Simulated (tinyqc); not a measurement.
Charge-trap memory cell: effect of the gate voltage.

Channel, tunnel oxide, storage layer, blocking layer, gate. N electrons per area sit in a sheet at the centroid and shift the threshold by U = (q/eps0) N (tb/eb + xc tn/en). EOT = t1 + 3.9 (tn/en + tb/eb); tunnel field F = (Vg - U)/EOT; dN/dt = eta (J/q)(1 - N/Nm). Fowler-Nordheim: J = A F^2 exp(-B/F), A = q^2/(16 pi^2 hbar mo phi) (times 1e14 for A/cm^2 with F in V/nm, emitter mass m0), B = (4/3) sqrt(mo/C) phi^1.5, C = hbar^2/(2 m0).

After 0.0001 s. The rate equation is integrated from N = 0 to the digits shown; blocking field (3.9 F + q N/eps0)/eb.

Values chosen for this exercise; oxide values close to those of silicon dioxide, storage layer close to silicon nitride, blocking layer close to silicon dioxide:

| symbol | value | unit | meaning |
|---|---|---|---|
| phi | 3.08 | eV | tunnel barrier |
| mo | 0.47 | m0 | tunnelling mass |
| t1 | 5.3 | nm | tunnel oxide (permittivity 3.9) |
| tn | 4.9 | nm | storage layer |
| en | 7.4 |  | its relative permittivity |
| tb | 5.6 | nm | blocking layer |
| eb | 3.9 |  | its relative permittivity |
| xc | 0.38 |  | charge centroid, share of tn counted from the blocking side |
| eta | 0.63 |  | capture efficiency of an empty layer |
| Nm | 9.8e12 | cm^-2 | trap density |

Constants: q = 1.602176634e-19 C, hbar = 1.054571817e-34 J s, m0 = 9.1093837015e-31 kg, eps0 = 8.8541878128e-14 F/cm where lengths are in cm, hbar^2/(2 m0) = 0.0380998212 eV nm^2. Results are converted to the units shown.

Result of one run:
```
Vg (V)	N/Nm	U (V)	F (V/nm)	blocking field (V/nm)
15.1	0.2906	0.8695	1.055	1.188
```

What becomes of these results when the gate voltage less flat band and surface potential Vg is changed from 15.1 to 18.5 V, all else the same?

Result of the changed run:
```
Vg (V)	N/Nm	U (V)	F (V/nm)	blocking field (V/nm)
18.5	0.9699	2.903	1.157	1.598
```

The whole series:
```
Vg (V)	N/Nm	U (V)	F (V/nm)	blocking field (V/nm)
12.5	0.004997	0.01495	0.9260	0.9283
13.4	0.03255	0.09740	0.9867	1.001
14.2	0.1152	0.3448	1.028	1.080
15.1	0.2906	0.8695	1.055	1.188
15.9	0.4809	1.439	1.073	1.291
16.8	0.6914	2.069	1.093	1.407
17.6	0.8519	2.549	1.116	1.504
18.5	0.9699	2.903	1.157	1.598
```

U rises from 0.0150 to 2.90 V; the slope between neighbouring rows is at most 0.712 and 0.393 between the last two rows. In the upper rows it falls short of the 1 of a floating gate because capture weakens as the traps fill (97.0 % in the last row); where little charge has entered in the time given, the slope is small in any case. The blocking field reaches 16.0 MV/cm, where electrons may escape to the gate, which the model leaves out.

Range of the model: The Fowler-Nordheim form needs F t1 above phi; trap-assisted paths and leakage through the blocking layer are left out.

tinyqc, about 0.06 s, one thread, Intel Xeon 2.30GHz (shared host): `OMP_NUM_THREADS=1 python tinyqc.py 2130138 2130139 out.jsonl`
